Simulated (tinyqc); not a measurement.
From results back to parameters: valley splitting of a silicon quantum well in envelope theory. Two cases, with inputs chosen for the exercise.

Problem. A dot straddles a single atomic step, which shifts the valley phase by theta = q a/4 = pi k0 (k0 in 2 pi/a). With the share t of the electron on the upper terrace, Ev = Ev0 |1 - t + t exp(i theta)|. Ev was computed from a hidden t below one half.

Find: t (1 - t); t; Ev at t = 1/2.

Method. (Ev/Ev0)^2 = 1 - 2 t (1 - t)(1 - cos theta), a quadratic for t; at t = 1/2 the splitting is Ev0 |cos(theta/2)|.

Case 1.

Values chosen (out of a larger set: near those of a strained Si well in SiGe; not measured data): Ev0 = 263 micro-eV (splitting on a flat terrace); k0 = 0.841 2 pi/a (valley position).

Ev = 125.227 micro-eV

Solution.

t (1 - t) = 0.2059
t = 0.29
Ev at t = 1/2 = 65.0 micro-eV

Case 2.

Values chosen (out of a larger set: near those of a strained Si well in SiGe; not measured data): Ev0 = 438 micro-eV (splitting on a flat terrace); k0 = 0.85 2 pi/a (valley position).

Ev = 331.336 micro-eV

Solution.

t (1 - t) = 0.1131
t = 0.13
Ev at t = 1/2 = 102.2 micro-eV

Computed by tinyqc, one run a case: `OMP_NUM_THREADS=1 python tinyqc.py N N+1 out.jsonl` with N = 1281602, 1281649; one thread of a shared Intel(R) Xeon(R) Processor @ 2.30GHz, about 0.1 s a run at most.
